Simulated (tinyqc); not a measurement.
Surface potential of a MOS transistor: implicit equation and explicit approximations: two steps of the calculation.

p-type body, charge-sheet picture, depletion and inversion only, full ionisation (an idealisation for deep acceptors), Boltzmann statistics (rough once Na exp(x - xn) passes about Nc/7). In units of Vt: xg = (Vg - Vfb)/Vt, x = psi/Vt, G = gamma/sqrt(Vt), xn = (2 phiF + Vc)/Vt. The implicit equation is (xg - x)^2 = G^2 [x - 1 + exp(x - xn)] for x above about 3. Cox = eps0 eox/tox.

Problem 1. Explicit approximation. Depletion value a = 1 + [sqrt(G^2/4 + xg - 1) - G/2]^2; inversion value b = xn + ln[(xg - xn)^2/G^2 - xn + 1] and first guess y = min(a, b) - ln(1 + exp(-|a - b|)) if a > xn + 1, else b = y = a; one second-order correction with D = exp(y - xn), p = 2 (xg - y) + G^2 (1 + D), w = (xg - y)^2 - G^2 (y - 1 + D): z = y + 2 w/(p + sqrt(p^2 - 2 (2 - G^2 D) w)), or the Newton step z = y + w/p where the root is not real.

G = 4.0708768
xn = 35.192109
xg = 71.561195

Give: a; b; y; p; w; z.

Solution 1.

a = 44.66
b = 39.01
y = 39.01
p = 835.1
w = -323.7
z = 38.51

The root of the implicit equation is x = 38.5344; y misses it by 0.47 and z by -0.026, in units of Vt.

Problem 2. New x. D = exp(x - xn), f = (xg - x)^2 - G^2 (x - 1 + D), f' = -2 (xg - x) - G^2 (1 + D), x(new) = x - f/f'.

x at the start = 44.66
G = 4.0708768
xn = 35.192109
xg = 71.561195

Wanted: D; f; f'; x after iteration 1.

Solution 2.

D = 12938
f = -2.1440e5
f' = -2.1447e5
x after iteration 1 = 43.660

Numbers from tinyqc (`OMP_NUM_THREADS=1 python tinyqc.py 2122056 2122057 out.jsonl`; about 0.01 s on one thread of a shared Intel Xeon 2.30GHz).
